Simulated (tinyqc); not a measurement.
Exciton in an atomically thin sheet (Rytova-Keldysh potential): sweeps and comparisons. A value that a table varies takes the place of the one given here.

Relative motion in the plane with V(k) = -2 pi q/(k (kap + r0 k)), q = e^2/(4 pi eps0), c = hbar^2/2m0. Normalised Gaussians exp(-a_i r^2): with A = a_i + a_j, S_ij = 2 sqrt(a_i a_j)/A, T_ij = (4c/mu)(a_i a_j/A) S_ij, V_ij = -q S_ij times the integral over k from 0 to infinity of exp(-k^2/4A)/(kap + r0 k).

Converged values use 20 Gaussians with exponents 2^i/b^2, i = -11 to 8, b the larger of a0 kap/(2 mu) and sqrt(a0 r0/mu), a0 = 0.5291772 angstrom; p states use r exp(i theta) exp(-a r^2).

Constants: hbar^2/2m0 = 3.80998211 eV angstrom^2; e^2/(4 pi eps0) = 14.39964547 eV angstrom; Ry = 13.60569312 eV.

Values chosen for the exercise (near those of a MoTe2 monolayer; not measured data): r0 = 71.4 angstrom (screening length of the sheet); kaps = (1, 1.5, 2.45, 3.5, 4.5, 7, 12) (surroundings); me = 0.595 m0 (electron mass); mh = 0.638 m0 (hole mass); kap = 3.1 (mean dielectric constant of the surroundings); Eg = 1.366 eV (gap, in these surroundings).

## Dielectric surroundings

mu = 0.307875 m0

Converged 1s and 2s bindings; the hydrogen value is 4 Ry mu/kap^2.

Bindings (meV):
```
kap      1s     2s  2s line - 1s line  hydrogen 1s  1s/2s
1.00  387.9  200.9              187.0        16755   1.93
1.50  317.3  146.3              171.1         7447   2.17
2.45  238.1   91.8              146.2         2791   2.59
3.50  186.0   61.4              124.6         1368   3.03
4.50  152.7   44.6              108.1          827   3.42
7.00  102.2   23.7               78.5          342   4.31
12.0   56.1    9.9               46.1          116   5.64
```

The 1s binding falls by a factor 6.9 where the hydrogen model gives 144; the local exponent d ln E/d ln kap moves from -0.50 to -1.11, towards -2. The ratio 1s/2s climbs from 1.9 to 5.6, towards the hydrogen value 9, as r0/kap shrinks from 71.4 to 6.0 angstrom.

## What each parameter does

1/mu = 1/me + 1/mh; converged values. Eg is held fixed when kap or r0 changes: the shrinking of the gap by stronger screening, which offsets most of the shift of the 1s line, is left out. Each row changes one parameter from the base and keeps the others.

Results:
```
case                1s binding (meV)  2s - 1s (meV)  2s - 2p (meV)  1s line (eV)
base                           203.1          132.2           20.1         1.163
me = 0.714 m0                  209.6          135.0           21.0         1.156
mh = 0.51 m0                   194.9          128.7           19.1         1.171
kap = 4.03                     166.9          115.4           15.4         1.199
r0 = 57.1 angstrom             234.2          156.6           22.6         1.132
Eg = 1.43 eV                   203.1          132.2           20.1         1.227
```

The largest shifts from the base row, up to three for each result and ties (the steps differ in size, so this ranks the rows, not the parameters). 1s binding (meV): kap -36.2, r0 +31.1, mh -8.1; unchanged at the printed digits by Eg. 2s - 1s (meV): r0 +24.3, kap -16.8, mh -3.6; unchanged at the printed digits by Eg. 2s - 2p (meV): kap -4.7, r0 +2.5, mh -1.0; unchanged at the printed digits by Eg. 1s line (eV): Eg +0.064, kap +0.036, r0 -0.031.

tinyqc: `OMP_NUM_THREADS=1 python tinyqc.py 1282396 1282397 out.jsonl`; about 0.06 s, one thread, shared Intel(R) Xeon(R) Processor @ 2.30GHz.
